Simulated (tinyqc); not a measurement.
Errors against cell size: correction of a charged-defect supercell by a model charge and potential alignment (plane-averaged potentials). Computed by tinyqc, a small Python program. Command: `OMP_NUM_THREADS=1 python tinyqc.py 3113820 3113821 out.jsonl align walk`. One thread of a shared host (Intel(R) Xeon(R) Processor @ 2.30GHz), about 0.01 s of CPU time with the checks.

The "true" defect charge is (1 - x) q in a Gaussian of width sigma plus x q in one of width sigma_t, so the exact answer is known; the correction sees only a single model Gaussian of width sigma_m. A Gaussian of width s has the transform rho(G) = exp(-G^2 s^2/2), normalised to 1. A uniform background cancels q, so G = 0 is left out. Potentials are those felt by a unit positive charge. E_0 is the formation energy of the isolated defect, E_cell its value in the supercell, E_lat = E_iso - E_per of the model charge, C the true less the model potential far from the defect; the exact correction is E_0 - E_cell, and the error of a scheme is E_cell plus its correction less E_0.

Inputs (values chosen for the exercise, with screening close to that of silicon): defect charge q = 2 e; dielectric constant eps = 12; edge of the cubic cell L = 19.2 angstrom; width sigma of the true defect charge = 1.9 angstrom; width sigma_m of the model charge = 1.3 angstrom; share x of the charge in a wide tail = 0.12; width sigma_t of the tail = 3.1 angstrom.

Constants: e^2/(4 pi eps_0) = 14.39964548 eV angstrom.

Method:
- Periodic energy E_per = (2 pi q^2/(eps L^3)) (e^2/(4 pi eps_0)) sum_(G != 0) rho(G)^2/G^2, G = (2 pi/L)(n1, n2, n3), |n_i| <= 16. Isolated energy: two Gaussians of charges q_a, q_b and widths a, b interact by q_a q_b (e^2/(4 pi eps_0 eps)) sqrt(2/pi)/sqrt(a^2 + b^2), and the self-energy is half the sum over pairs.
- Plane-averaged potential at distance z from the defect: V(z) = (4 pi q/(eps L^3)) (e^2/(4 pi eps_0 e)) sum_(m != 0) rho(G_m) cos(G_m z)/G_m^2, G_m = 2 pi m/L, |m| <= 40.
- Schemes: none; point-charge term alpha q^2 e^2/(4 pi eps_0 eps 2 L), alpha = 2.837297; E_lat of the model; E_lat - q C with C at z = L/2.

Error against E_0 (meV):
```
L (angstrom)     none  point charge  model charge  model and alignment
13.4          -453.97        54.186        33.003               1.3345
16.3          -387.60        30.149        18.381               0.2229
19.2          -336.20        18.450        11.249               0.0328
23.0          -285.33        10.733         6.544               0.0021
```

What follows from these numbers?

Between the last two rows the uncorrected error scales as L^-0.91 and the point-charge remainder as L^-3.00. With alignment the error is +1.3 meV in the smallest cell and 0.00 meV in the largest.

Extremes, crossings and ranges named in words are read from the listed rows.
